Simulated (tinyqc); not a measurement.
# Minority carriers and saturation current of a heavily doped emitter: effect of temperature on the narrowing factor

n-type, parabolic bands, full ionisation. eta = (EF - Ec)/kB T solves N = Nc F12(eta), F12(x) = (2/sqrt(pi)) int_0^infinity sqrt(u)/(1 + exp(u - x)) du. The gap shrinks rigidly by dEg = E1 [ln(N/N0) + sqrt(ln^2(N/N0) + 0.5)], an empirical law that is here taken as the true narrowing.

Nc is given at 400 K and scales as T^1.5; dEg is held. The factor nie^2/ni^2 = exp(dEg/kB T) g, g = F12(eta) exp(-eta), divides the current gain of a transistor with this emitter.

Parameters, values chosen for the exercise; band and dielectric values close to those of silicon: conduction-band density of states at 400 K Nc = 4.25e19 cm^-3; ionised donor density N = 1.4e19 cm^-3; energy of the narrowing law E1 = 7.9 meV; density of the narrowing law N0 = 1.9e17 cm^-3.

Constants: q = 1.602176634e-19 C, kB = 1.380649e-23 J/K, Vt = kB T/q. Results are converted to the units shown.

Result of one run:
```
eta          g  nie^2/ni^2  its logarithm
0.2545  0.7224       38.21          3.643
```

Which temperature T gave this result: 150, 200, 350, 400 or 450 K?

T = 200 K.

The whole series:
```
T (K)      eta       g  nie^2/ni^2  its logarithm
150     0.8582  0.6081       120.7          4.794
200     0.2545  0.7224       38.21          3.643
250    -0.1719  0.7917       18.94          2.941
300    -0.5009  0.8369       11.79          2.468
350    -0.7686  0.8681       8.382          2.126
400    -0.9945  0.8905       6.477          1.868
450     -1.190  0.9073       5.293          1.666
```

The factor falls from 121 to 5.29. Its slope against q/kB T is 59.5 meV between the first two rows and 62.6 meV between the last two, against dEg = 68.4 meV: degeneracy takes back part of the narrowing. The factor grows on cooling, so the current gain of such a transistor falls.

Range of the model: Band tails, non-parabolic bands and incomplete ionisation are left out.

Computed by the program tinyqc: `OMP_NUM_THREADS=1 python tinyqc.py 2330141 2330142 out.jsonl`, one thread of a shared Intel Xeon 2.30GHz, about 0.01 s for the whole run.
